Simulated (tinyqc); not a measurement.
Free and nearly free electrons in a metal, step by step. Values are carried at full precision from step to step, so a last printed digit may differ when a step is redone from the rounded ones.

The cubic cell holds 2 atoms: n = 2 z/a^3, kF = (3 pi^2 n)^(1/3), EF = c kF^2/m, vF = 2 c kF/(m hbar), c = hbar^2/2m0; rs = (3/(4 pi n))^(1/3)/a0; D(EF) = 3 n/(2 EF).

Constants: hbar^2/2m0 = 3.80998211 eV angstrom^2; hbar = 6.58211957e-16 eV s; a0 (Bohr radius) = 0.5291772105 angstrom; kB = 8.617333262e-05 eV/K.

Parameters, chosen for this exercise (near those of K; not measured data): a = 5.271 angstrom (bcc lattice constant); z = 1 (free electrons an atom); m = 1 m0 (mass); rho = 7.89 micro-ohm cm (bulk resistivity); T = 320 K; V = 2.02 eV (|V_G| for G = (110)); x = 0.81 (k along G as a share of |G|/2).

## The Fermi sphere

Evaluate the free-electron quantities.

n = 0.01366 1/angstrom^3
kF = 0.7395 1/angstrom
EF = 2.083 eV
vF = 8.561e+05 m/s
rs = 4.904
D(EF) per atom = 0.7200 1/eV

## Relaxation time and mean free path

Drude: 1/rho = n e^2 tau/(m m0) with e = 1.602176634e-19 C and m0 = 9.1093837e-31 kg; mean free path l = vF tau; rho l = hbar kF/(n e^2) = 12 pi^3 hbar/(e^2 S) with S = 4 pi kF^2 does not depend on tau or m.

Use SI units: n in 1/m^3 (1e30 per 1/angstrom^3), rho in ohm m (1e-8 per micro-ohm cm).

tau = 32.93 fs
l = 28.19 nm
rho l = 22.245 1e-16 ohm m^2

Wires lose conductivity to surfaces and grain boundaries, with an excess that scales as rho l over the width and is of the order of rho itself at a width of l = 28 nm.

## Thermal quantities

gamma = (pi^2/3) kB^2 D(EF) per atom, times 96485.33 x 1e3 for mJ/(mol K^2); mu(T) = EF (1 - (pi kB T/EF)^2/12); Wiedemann-Franz kappa = L0 T/rho with L0 = (pi^2/3) (kB/e)^2, kB/e in V/K.

gamma = 1.697 mJ/(mol K^2)
mu - EF = -0.3002 meV
kappa = 99 W/(m K)

## The sphere against the zone faces

Take G = (hkl) 2 pi/a for (110), (200) and (211), with the number of equivalent faces. The Bragg plane of G lies at |G|/2 with |G| = (2 pi/a) sqrt(h^2 + k^2 + l^2). Where kF exceeds it, the sphere cuts the plane in a circle of radius sqrt(kF^2 - G^2/4).

Distance and circle for each G:
```
G      faces  |G|/2 (1/angstrom)  kF/(|G|/2)  circle radius
(110)     12              0.8429      0.8773              -
(200)      6              1.1920      0.6204              -
(211)     24              1.4599      0.5065              -
```

The sphere stays inside the first zone; it reaches 0.877 of the way to the nearest faces.

## Two plane waves near the face

Two plane waves k and k - G, G = (110) (2 pi/a): H = [[c k^2/m, V], [V, c (k - G)^2/m]] with c = hbar^2/2m0.

Build H for k along G, diagonalise, and give the weight of the first wave in the lower state and its velocity along G relative to a free electron, (w k + (1 - w)(k - G))/k.

H (eV):
```
        1       2
1  1.7760  2.0200
2  2.0200  3.8332
```

levels (eV): 0.5378  5.0714

w = 0.7269
v/v_free = 0.3256

The splitting is 4.534 eV here and 2V = 4.04 eV on the face, where the normal velocity vanishes. There the lower band lies at 0.687 eV, below the free EF of 2.083 eV, so by this test the Fermi surface touches the face (V is large against EF, which it lowers, so the test is rough). Real Na and K have far smaller V and nearly spherical surfaces.

## Checks

- Lower level against the closed form of the 2 x 2 problem (eV): both 0.53777.
- The product rho l against hbar kF/(n e^2) (1e-16 ohm m^2): both 22.24.

Run: tinyqc, `OMP_NUM_THREADS=1 python tinyqc.py 1652486 1652487 out.jsonl`; Intel(R) Xeon(R) Processor @ 2.30GHz, one thread, shared host; about 0.01 s of CPU time with all checks.
